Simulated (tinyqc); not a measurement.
ROHF in the sto-6g basis, for BeH, spin multiplicity 2, step by step (part 1 of 2). This run ends on a higher stationary point, not on the lowest solution. Computed by tinyqc, a small Python program that keeps every step (integrals from PySCF). Settings: charge = 0, multiplicity = 2, basis = sto-6g, energy threshold = 1e-08, iteration cap = 84, orthogonalisation = canonical, start = atomic densities, DIIS depth = 8, method = ROHF. Command: `OMP_NUM_THREADS=1 python tinyqc.py 21131 21132 out.jsonl` (the two numbers bound the seeds that draw the settings). One thread of a shared host (Intel(R) Xeon(R) Processor @ 2.60GHz), about 0.2 s of CPU time with the checks. Later iterations appear only in the table of the cycle.

## One-electron integrals

Geometry (angstrom):
```
atom         x         y         z
Be    0.000000  0.000000  0.000000
H     0.000000  0.000000  2.223000
```

Basis sto-6g: exponents (1/bohr^2) and contraction coefficients of normalised primitives:
```
element  l (shell)    exponent  coefficient
Be           s (1)  312.870494     0.009164
Be           s (1)   57.364463     0.049361
Be           s (1)   16.048509     0.168538
Be           s (1)    5.513096     0.370563
Be           s (1)    2.140897     0.416492
Be           s (1)    0.881739     0.130334
Be           s (2)   13.633247    -0.013253
Be           s (2)    2.698375    -0.046992
Be           s (2)    0.838653    -0.033785
Be           s (2)    0.322660     0.250242
Be           s (2)    0.140131     0.595117
Be           s (2)    0.064233     0.240706
Be           p (3)   13.633247     0.003760
Be           p (3)    2.698375     0.037679
Be           p (3)    0.838653     0.173897
Be           p (3)    0.322660     0.418036
Be           p (3)    0.140131     0.425860
Be           p (3)    0.064233     0.101708
H            s (1)   35.523221     0.009164
H            s (1)    6.513144     0.049361
H            s (1)    1.822143     0.168538
H            s (1)    0.625955     0.370563
H            s (1)    0.243077     0.416492
H            s (1)    0.100112     0.130334
```

Overlap, kinetic and nuclear-attraction integrals over the contracted functions; the nuclear repulsion is the sum of Za Zb / Rab.

nuclear repulsion = 0.95218571 hartree

overlap S, order 1Be 1s, 1Be 2s, 1Be 2px, 1Be 2py, 1Be 2pz, 2H 1s:
```
[[1.000000, 0.254764, 0.000000, 0.000000, 0.000000, 0.009750],
 [0.254764, 1.000000, 0.000000, 0.000000, 0.000000, 0.179006],
 [0.000000, 0.000000, 1.000000, 0.000000, 0.000000, 0.000000],
 [0.000000, 0.000000, 0.000000, 1.000000, 0.000000, 0.000000],
 [0.000000, 0.000000, 0.000000, 0.000000, 1.000000, 0.245372],
 [0.009750, 0.179006, 0.000000, 0.000000, 0.245372, 1.000000]]
```

kinetic energy T (hartree), order 1Be 1s, 1Be 2s, 1Be 2px, 1Be 2py, 1Be 2pz, 2H 1s:
```
[[6.768753, -0.207382, 0.000000, 0.000000, 0.000000, -0.004396],
 [-0.207382, 0.220121, 0.000000, 0.000000, 0.000000, -0.002567],
 [0.000000, 0.000000, 0.661265, 0.000000, 0.000000, 0.000000],
 [0.000000, 0.000000, 0.000000, 0.661265, 0.000000, 0.000000],
 [0.000000, 0.000000, 0.000000, 0.000000, 0.661265, 0.020614],
 [-0.004396, -0.002567, 0.000000, 0.000000, 0.020614, 0.768522]]
```

nuclear attraction V (hartree), order 1Be 1s, 1Be 2s, 1Be 2px, 1Be 2py, 1Be 2pz, 2H 1s:
```
[[-14.952838, -1.711379, 0.000000, 0.000000, -0.006888, -0.069819],
 [-1.711379, -2.537086, 0.000000, 0.000000, -0.069264, -0.362447],
 [0.000000, 0.000000, -2.522809, 0.000000, 0.000000, 0.000000],
 [0.000000, 0.000000, 0.000000, -2.522809, 0.000000, 0.000000],
 [-0.006888, -0.069264, 0.000000, 0.000000, -2.565331, -0.486758],
 [-0.069819, -0.362447, 0.000000, 0.000000, -0.486758, -2.191569]]
```

core Hamiltonian H = T + V (hartree), order 1Be 1s, 1Be 2s, 1Be 2px, 1Be 2py, 1Be 2pz, 2H 1s:
```
[[-8.184085, -1.918761, 0.000000, 0.000000, -0.006888, -0.074215],
 [-1.918761, -2.316965, 0.000000, 0.000000, -0.069264, -0.365014],
 [0.000000, 0.000000, -1.861544, 0.000000, 0.000000, 0.000000],
 [0.000000, 0.000000, 0.000000, -1.861544, 0.000000, 0.000000],
 [-0.006888, -0.069264, 0.000000, 0.000000, -1.904065, -0.466144],
 [-0.074215, -0.365014, 0.000000, 0.000000, -0.466144, -1.423047]]
```

## Two-electron integrals

Functions are numbered as in S; the eight-fold symmetry (ij|kl) = (ji|kl) = (kl|ij) leaves the list below.

Two-electron integrals (ij|kl) in chemists' order, unique and non-zero (hartree):
```
(11|11) 2.299996   (21|11) 0.361879   (21|21) 0.071926   (22|11) 0.570332
(22|21) 0.139654   (22|22) 0.417773   (31|31) 0.015252   (32|31) 0.022555
(32|32) 0.092340   (33|11) 0.570332   (33|21) 0.139654   (33|22) 0.417773
(33|33) 0.450117   (41|41) 0.015252   (42|41) 0.022555   (42|42) 0.092340
(43|43) 0.024258   (44|11) 0.570332   (44|21) 0.139654   (44|22) 0.417773
(44|33) 0.401601   (44|44) 0.450117   (51|51) 0.015252   (52|51) 0.022555
(52|52) 0.092340   (53|53) 0.024258   (54|54) 0.024258   (55|11) 0.570332
(55|21) 0.139654   (55|22) 0.417773   (55|33) 0.401601   (55|44) 0.401601
(55|55) 0.450117   (61|11) 0.013882   (61|21) 0.002698   (61|22) 0.005282
(61|33) 0.005238   (61|44) 0.005238   (61|51) 0.000271   (61|52) 0.000545
(61|55) 0.005369   (61|61) 0.000107   (62|11) 0.063192   (62|21) 0.015897
(62|22) 0.055927   (62|33) 0.053609   (62|44) 0.053609   (62|51) 0.002043
(62|52) 0.014771   (62|55) 0.060564   (62|61) 0.000671   (62|62) 0.014843
(63|31) 0.001067   (63|32) 0.005752   (63|53) 0.002134   (63|63) 0.000901
(64|41) 0.001067   (64|42) 0.005752   (64|54) 0.002134   (64|64) 0.000901
(65|11) 0.079444   (65|21) 0.020135   (65|22) 0.073192   (65|33) 0.069225
(65|44) 0.069225   (65|51) 0.003221   (65|52) 0.022871   (65|55) 0.081126
(65|61) 0.000873   (65|62) 0.021600   (65|65) 0.031809   (66|11) 0.237992
(66|21) 0.060621   (66|22) 0.235383   (66|33) 0.222592   (66|44) 0.222592
(66|51) 0.006861   (66|52) 0.066618   (66|55) 0.260964   (66|61) 0.002557
(66|62) 0.090067   (66|65) 0.136547   (66|66) 0.774999
```

## Orthogonalisation

S = U s U^T; canonical form X = U s^(-1/2), so that X^T S X = 1. Each column of U has its largest component positive (the first on a tie).

eigenvalues of S: [0.649395, 0.819300, 1.000000, 1.000000, 1.171363, 1.359943]

X, order 1Be 1s, 1Be 2s, 1Be 2px, 1Be 2py, 1Be 2pz, 2H 1s:
```
[[-0.512644, 0.637536, 0.000000, 0.000000, -0.515237, 0.369199],
 [0.732479, -0.434246, 0.000000, 0.000000, -0.361388, 0.503021],
 [0.000000, 0.000000, 0.394371, 0.918951, 0.000000, 0.000000],
 [0.000000, 0.000000, 0.918951, -0.394371, 0.000000, 0.000000],
 [0.493430, 0.636848, 0.000000, 0.000000, 0.554623, 0.331318],
 [-0.705048, -0.468997, 0.000000, 0.000000, 0.387337, 0.486020]]
```

Within a degenerate level the vectors are fixed only up to a rotation; this is one choice.

## Starting guess

The start is atomic minimal-basis densities projected into this basis (PySCF's MINAO start) and scaled to the electron count of each spin; this density is not idempotent, so its energy is not variational and may lie below the converged one.

D(alpha) at the start, order 1Be 1s, 1Be 2s, 1Be 2px, 1Be 2py, 1Be 2pz, 2H 1s:
```
[[1.292126, -0.316480, 0.000000, 0.000000, 0.003329, -0.017405],
 [-0.316480, 1.253869, 0.000000, 0.000000, -0.009539, 0.070482],
 [0.000000, 0.000000, 0.000000, 0.000000, 0.000000, 0.000000],
 [0.000000, 0.000000, 0.000000, 0.000000, 0.000000, 0.000000],
 [0.003329, -0.009539, 0.000000, 0.000000, 0.000721, 0.018792],
 [-0.017405, 0.070482, 0.000000, 0.000000, 0.018792, 0.580423]]
```

D(beta) at the start, order 1Be 1s, 1Be 2s, 1Be 2px, 1Be 2py, 1Be 2pz, 2H 1s:
```
[[0.861417, -0.210986, 0.000000, 0.000000, 0.002219, -0.011603],
 [-0.210986, 0.835913, 0.000000, 0.000000, -0.006359, 0.046988],
 [0.000000, 0.000000, 0.000000, 0.000000, 0.000000, 0.000000],
 [0.000000, 0.000000, 0.000000, 0.000000, 0.000000, 0.000000],
 [0.002219, -0.006359, 0.000000, 0.000000, 0.000481, 0.012528],
 [-0.011603, 0.046988, 0.000000, 0.000000, 0.012528, 0.386948]]
```

## Iteration 1: building the Fock matrix

J_ij = sum D_kl (ij|kl) with D = D(alpha) + D(beta), K_ij = sum D_kl (ik|jl) for each spin; F = H + J - K(s); E = tr D H + tr D J / 2 - 0.5 sum_s tr D(s) K(s) + E_nn.

Coulomb J (hartree), order 1Be 1s, 1Be 2s, 1Be 2px, 1Be 2py, 1Be 2pz, 2H 1s:
```
[[6.013181, 1.058942, 0.000000, 0.000000, 0.006756, 0.040759],
 [1.058942, 2.199587, 0.000000, 0.000000, 0.066630, 0.327748],
 [0.000000, 0.000000, 2.186404, 0.000000, 0.000000, 0.000000],
 [0.000000, 0.000000, 0.000000, 2.186404, 0.000000, 0.000000],
 [0.006756, 0.066630, 0.000000, 0.000000, 2.225954, 0.441315],
 [0.040759, 0.327748, 0.000000, 0.000000, 0.441315, 1.718023]]
```

exchange K(alpha) (hartree), order 1Be 1s, 1Be 2s, 1Be 2px, 1Be 2py, 1Be 2pz, 2H 1s:
```
[[2.832996, 0.440240, 0.000000, 0.000000, 0.001140, 0.018879],
 [0.440240, 0.544943, 0.000000, 0.000000, 0.015593, 0.136659],
 [0.000000, 0.000000, 0.122607, 0.000000, 0.000000, 0.000000],
 [0.000000, 0.000000, 0.000000, 0.122607, 0.000000, 0.000000],
 [0.001140, 0.015593, 0.000000, 0.000000, 0.146161, 0.108183],
 [0.018879, 0.136659, 0.000000, 0.000000, 0.108183, 0.485507]]
```

exchange K(beta) (hartree), order 1Be 1s, 1Be 2s, 1Be 2px, 1Be 2py, 1Be 2pz, 2H 1s:
```
[[1.888664, 0.293493, 0.000000, 0.000000, 0.000760, 0.012586],
 [0.293493, 0.363295, 0.000000, 0.000000, 0.010395, 0.091106],
 [0.000000, 0.000000, 0.081738, 0.000000, 0.000000, 0.000000],
 [0.000000, 0.000000, 0.000000, 0.081738, 0.000000, 0.000000],
 [0.000760, 0.010395, 0.000000, 0.000000, 0.097441, 0.072122],
 [0.012586, 0.091106, 0.000000, 0.000000, 0.072122, 0.323671]]
```

F(alpha) (hartree), order 1Be 1s, 1Be 2s, 1Be 2px, 1Be 2py, 1Be 2pz, 2H 1s:
```
[[-5.003900, -1.300059, 0.000000, 0.000000, -0.001273, -0.052335],
 [-1.300059, -0.662322, 0.000000, 0.000000, -0.018227, -0.173925],
 [0.000000, 0.000000, 0.202253, 0.000000, 0.000000, 0.000000],
 [0.000000, 0.000000, 0.000000, 0.202253, 0.000000, 0.000000],
 [-0.001273, -0.018227, 0.000000, 0.000000, 0.175728, -0.133011],
 [-0.052335, -0.173925, 0.000000, 0.000000, -0.133011, -0.190532]]
```

F(beta) (hartree), order 1Be 1s, 1Be 2s, 1Be 2px, 1Be 2py, 1Be 2pz, 2H 1s:
```
[[-4.059568, -1.153313, 0.000000, 0.000000, -0.000892, -0.046042],
 [-1.153313, -0.480674, 0.000000, 0.000000, -0.013029, -0.128372],
 [0.000000, 0.000000, 0.243122, 0.000000, 0.000000, 0.000000],
 [0.000000, 0.000000, 0.000000, 0.243122, 0.000000, 0.000000],
 [-0.000892, -0.013029, 0.000000, 0.000000, 0.224448, -0.096950],
 [-0.046042, -0.128372, 0.000000, 0.000000, -0.096950, -0.028696]]
```

total energy of this density = -15.03653490 hartree

This density is the starting one; it is not idempotent, so its energy is not variational and may lie below the converged one.

## Iteration 1: Roothaan effective Fock matrix

With projectors Pc = D(beta) S, Po = (D(alpha) - D(beta)) S, Pv = 1 - D(alpha) S, the block xy is Px^T F Py; with Fc = (F(alpha) + F(beta))/2, the blocks are Fc for cc, oo, vv and cv, F(beta) for co and F(alpha) for ov.

effective F (hartree), order 1Be 1s, 1Be 2s, 1Be 2px, 1Be 2py, 1Be 2pz, 2H 1s:
```
[[-4.142647, -1.162496, 0.000000, 0.000000, -0.000455, -0.055699],
 [-1.162496, -0.489788, 0.000000, 0.000000, -0.010878, -0.119506],
 [0.000000, 0.000000, 0.222687, 0.000000, 0.000000, 0.000000],
 [0.000000, 0.000000, 0.000000, 0.222687, 0.000000, 0.000000],
 [-0.000455, -0.010878, 0.000000, 0.000000, 0.200490, -0.113152],
 [-0.055699, -0.119506, 0.000000, 0.000000, -0.113152, -0.097749]]
```

## Iteration 1: diagonalisation and new density

Diagonalise F' = X^T F X, C = X C', fill 3 alpha and 2 beta electrons from the bottom; D(s) = C_occ C_occ^T. Each column has its largest component positive (the first on a tie).

F' = X^T F X (hartree):
```
[[-0.323961, 0.829119, 0.000000, 0.000000, -0.712780, 0.677442],
 [0.829119, -1.014795, 0.000000, 0.000000, 1.359499, -0.963707],
 [0.000000, 0.000000, 0.222687, 0.000000, 0.000000, 0.000000],
 [0.000000, 0.000000, 0.000000, 0.222687, 0.000000, 0.000000],
 [-0.712780, 1.359499, 0.000000, 0.000000, -1.537924, 1.308823],
 [0.677442, -0.963707, 0.000000, 0.000000, 1.308823, -1.240073]]
```

orbital energies (hartree): [-4.145741, -0.217767, -0.052013, 0.222687, 0.222687, 0.298769]

coefficients C, order 1Be 1s, 1Be 2s, 1Be 2px, 1Be 2py, 1Be 2pz, 2H 1s:
```
[[0.992233, -0.233313, 0.174828, 0.000000, 0.000000, -0.038791],
 [0.028988, 0.803955, -0.659305, 0.000000, 0.000000, 0.163891],
 [0.000000, 0.000000, 0.000000, 0.749478, 0.662029, 0.000000],
 [0.000000, 0.000000, 0.000000, -0.662029, 0.749478, 0.000000],
 [0.000341, 0.089132, 0.277461, 0.000000, 0.000000, 0.990705],
 [-0.000789, 0.479598, 0.768529, 0.000000, 0.000000, -0.531643]]
```

D(alpha) after iteration 1, order 1Be 1s, 1Be 2s, 1Be 2px, 1Be 2py, 1Be 2pz, 2H 1s:
```
[[1.069527, -0.274076, 0.000000, 0.000000, 0.028050, 0.021681],
 [-0.274076, 1.081866, 0.000000, 0.000000, -0.111263, -0.121142],
 [0.000000, 0.000000, 0.000000, 0.000000, 0.000000, 0.000000],
 [0.000000, 0.000000, 0.000000, 0.000000, 0.000000, 0.000000],
 [0.028050, -0.111263, 0.000000, 0.000000, 0.084929, 0.255984],
 [0.021681, -0.121142, 0.000000, 0.000000, 0.255984, 0.820652]]
```

D(beta) after iteration 1, order 1Be 1s, 1Be 2s, 1Be 2px, 1Be 2py, 1Be 2pz, 2H 1s:
```
[[1.038962, -0.158811, 0.000000, 0.000000, -0.020458, -0.112680],
 [-0.158811, 0.647184, 0.000000, 0.000000, 0.071668, 0.385552],
 [0.000000, 0.000000, 0.000000, 0.000000, 0.000000, 0.000000],
 [0.000000, 0.000000, 0.000000, 0.000000, 0.000000, 0.000000],
 [-0.020458, 0.071668, 0.000000, 0.000000, 0.007945, 0.042747],
 [-0.112680, 0.385552, 0.000000, 0.000000, 0.042747, 0.230015]]
```

Within a degenerate level the vectors are fixed only up to a rotation; this is one choice.

## Iteration 2: building the Fock matrix

As before.

Coulomb J (hartree), order 1Be 1s, 1Be 2s, 1Be 2px, 1Be 2py, 1Be 2pz, 2H 1s:
```
[[5.903718, 1.038823, 0.000000, 0.000000, 0.008610, 0.040070],
 [1.038823, 2.162434, 0.000000, 0.000000, 0.084400, 0.335927],
 [0.000000, 0.000000, 2.143905, 0.000000, 0.000000, 0.000000],
 [0.000000, 0.000000, 0.000000, 2.143905, 0.000000, 0.000000],
 [0.008610, 0.084400, 0.000000, 0.000000, 2.199492, 0.456134],
 [0.040070, 0.335927, 0.000000, 0.000000, 0.456134, 1.818385]]
```

exchange K(alpha) (hartree), order 1Be 1s, 1Be 2s, 1Be 2px, 1Be 2py, 1Be 2pz, 2H 1s:
```
[[2.340828, 0.364091, 0.000000, 0.000000, 0.000516, 0.015844],
 [0.364091, 0.467075, 0.000000, 0.000000, -0.023298, 0.117834],
 [0.000000, 0.000000, 0.106393, 0.000000, 0.000000, 0.000000],
 [0.000000, 0.000000, 0.000000, 0.106393, 0.000000, 0.000000],
 [0.000516, -0.023298, 0.000000, 0.000000, 0.204312, 0.189891],
 [0.015844, 0.117834, 0.000000, 0.000000, 0.189891, 0.697949]]
```

exchange K(beta) (hartree), order 1Be 1s, 1Be 2s, 1Be 2px, 1Be 2py, 1Be 2pz, 2H 1s:
```
[[2.320338, 0.365548, 0.000000, 0.000000, -0.000796, 0.011953],
 [0.365548, 0.345702, 0.000000, 0.000000, 0.073191, 0.155754],
 [0.000000, 0.000000, 0.073220, 0.000000, 0.000000, 0.000000],
 [0.000000, 0.000000, 0.000000, 0.073220, 0.000000, 0.000000],
 [-0.000796, 0.073191, 0.000000, 0.000000, 0.103181, 0.092943],
 [0.011953, 0.155754, 0.000000, 0.000000, 0.092943, 0.271627]]
```

F(alpha) (hartree), order 1Be 1s, 1Be 2s, 1Be 2px, 1Be 2py, 1Be 2pz, 2H 1s:
```
[[-4.621195, -1.244029, 0.000000, 0.000000, 0.001206, -0.049989],
 [-1.244029, -0.621606, 0.000000, 0.000000, 0.038434, -0.146922],
 [0.000000, 0.000000, 0.175969, 0.000000, 0.000000, 0.000000],
 [0.000000, 0.000000, 0.000000, 0.175969, 0.000000, 0.000000],
 [0.001206, 0.038434, 0.000000, 0.000000, 0.091114, -0.199902],
 [-0.049989, -0.146922, 0.000000, 0.000000, -0.199902, -0.302611]]
```

F(beta) (hartree), order 1Be 1s, 1Be 2s, 1Be 2px, 1Be 2py, 1Be 2pz, 2H 1s:
```
[[-4.600705, -1.245486, 0.000000, 0.000000, 0.002518, -0.046098],
 [-1.245486, -0.500233, 0.000000, 0.000000, -0.058055, -0.184841],
 [0.000000, 0.000000, 0.209141, 0.000000, 0.000000, 0.000000],
 [0.000000, 0.000000, 0.000000, 0.209141, 0.000000, 0.000000],
 [0.002518, -0.058055, 0.000000, 0.000000, 0.192246, -0.102953],
 [-0.046098, -0.184841, 0.000000, 0.000000, -0.102953, 0.123710]]
```

total energy of this density = -14.94990880 hartree

## Iteration 2: Roothaan effective Fock matrix

As before.

effective F (hartree), order 1Be 1s, 1Be 2s, 1Be 2px, 1Be 2py, 1Be 2pz, 2H 1s:
```
[[-4.610929, -1.244563, 0.000000, 0.000000, 0.002701, -0.047231],
 [-1.244563, -0.597110, 0.000000, 0.000000, -0.008670, -0.148043],
 [0.000000, 0.000000, 0.192555, 0.000000, 0.000000, 0.000000],
 [0.000000, 0.000000, 0.000000, 0.192555, 0.000000, 0.000000],
 [0.002701, -0.008670, 0.000000, 0.000000, 0.173971, -0.117220],
 [-0.047231, -0.148043, 0.000000, 0.000000, -0.117220, -0.060845]]
```

## Iteration 2: DIIS over 2 matrices

error matrix X^T (FDS - SDF) X:
```
[[0.000000, 0.024591, 0.000000, 0.000000, -0.045884, -0.046143],
 [-0.024591, 0.000000, 0.000000, 0.000000, 0.008114, -0.003478],
 [0.000000, 0.000000, 0.000000, 0.000000, 0.000000, 0.000000],
 [0.000000, 0.000000, 0.000000, 0.000000, 0.000000, 0.000000],
 [0.045884, -0.008114, 0.000000, 0.000000, 0.000000, 0.014570],
 [0.046143, 0.003478, 0.000000, 0.000000, -0.014570, 0.000000]]
```

B (overlaps of the stored error matrices):
```
[[3.3229051e-02, -2.1312680e-03],
 [-2.1312680e-03, 1.0259065e-02]]
```

Minimise |sum c_i e_i|^2 with sum c_i = 1: solve [B -1; -1 0][c; lambda] = [0; -1] with B_ij = tr e_i^T e_j, and take F = sum c_i F_i.

DIIS coefficients: [0.259480, 0.740520]

extrapolated F (hartree), order 1Be 1s, 1Be 2s, 1Be 2px, 1Be 2py, 1Be 2pz, 2H 1s:
```
[[-4.489419, -1.223268, 0.000000, 0.000000, 0.001882, -0.049428],
 [-1.223268, -0.569262, 0.000000, 0.000000, -0.009243, -0.140639],
 [0.000000, 0.000000, 0.200374, 0.000000, 0.000000, 0.000000],
 [0.000000, 0.000000, 0.000000, 0.200374, 0.000000, 0.000000],
 [0.001882, -0.009243, 0.000000, 0.000000, 0.180852, -0.116164],
 [-0.049428, -0.140639, 0.000000, 0.000000, -0.116164, -0.070421]]
```

## Iteration 2: diagonalisation and new density

As before.

F' = X^T F X (hartree):
```
[[-0.374834, 0.930602, 0.000000, 0.000000, -0.795128, 0.698043],
 [0.930602, -1.148597, 0.000000, 0.000000, 1.451805, -1.036919],
 [0.000000, 0.000000, 0.200374, 0.000000, 0.000000, 0.000000],
 [0.000000, 0.000000, 0.000000, 0.200374, 0.000000, 0.000000],
 [-0.795128, 1.451805, 0.000000, 0.000000, -1.664805, 1.412692],
 [0.698043, -1.036919, 0.000000, 0.000000, 1.412692, -1.333659]]
```

orbital energies (hartree): [-4.491029, -0.283627, -0.041794, 0.200374, 0.200374, 0.294555]

coefficients C, order 1Be 1s, 1Be 2s, 1Be 2px, 1Be 2py, 1Be 2pz, 2H 1s:
```
[[0.994639, -0.251403, 0.128597, 0.000000, 0.000000, -0.044541],
 [0.020368, 0.905011, -0.503372, 0.000000, 0.000000, 0.189430],
 [0.000000, 0.000000, 0.000000, 0.998863, -0.047673, 0.000000],
 [0.000000, 0.000000, 0.000000, 0.047673, 0.998863, 0.000000],
 [0.000017, 0.052917, 0.357642, 0.000000, 0.000000, 0.967325],
 [-0.001790, 0.338003, 0.798064, 0.000000, 0.000000, -0.593415]]
```

D(alpha) after iteration 2, order 1Be 1s, 1Be 2s, 1Be 2px, 1Be 2py, 1Be 2pz, 2H 1s:
```
[[1.069048, -0.271996, 0.000000, 0.000000, 0.032706, 0.015873],
 [-0.271996, 1.072843, 0.000000, 0.000000, -0.132136, -0.095863],
 [0.000000, 0.000000, 0.000000, 0.000000, 0.000000, 0.000000],
 [0.000000, 0.000000, 0.000000, 0.000000, 0.000000, 0.000000],
 [0.032706, -0.132136, 0.000000, 0.000000, 0.130708, 0.303308],
 [0.015873, -0.095863, 0.000000, 0.000000, 0.303308, 0.751155]]
```

D(beta) after iteration 2, order 1Be 1s, 1Be 2s, 1Be 2px, 1Be 2py, 1Be 2pz, 2H 1s:
```
[[1.052511, -0.207264, 0.000000, 0.000000, -0.013286, -0.086756],
 [-0.207264, 0.819459, 0.000000, 0.000000, 0.047891, 0.305860],
 [0.000000, 0.000000, 0.000000, 0.000000, 0.000000, 0.000000],
 [0.000000, 0.000000, 0.000000, 0.000000, 0.000000, 0.000000],
 [-0.013286, 0.047891, 0.000000, 0.000000, 0.002800, 0.017886],
 [-0.086756, 0.305860, 0.000000, 0.000000, 0.017886, 0.114249]]
```

Within a degenerate level the vectors are fixed only up to a rotation; this is one choice.
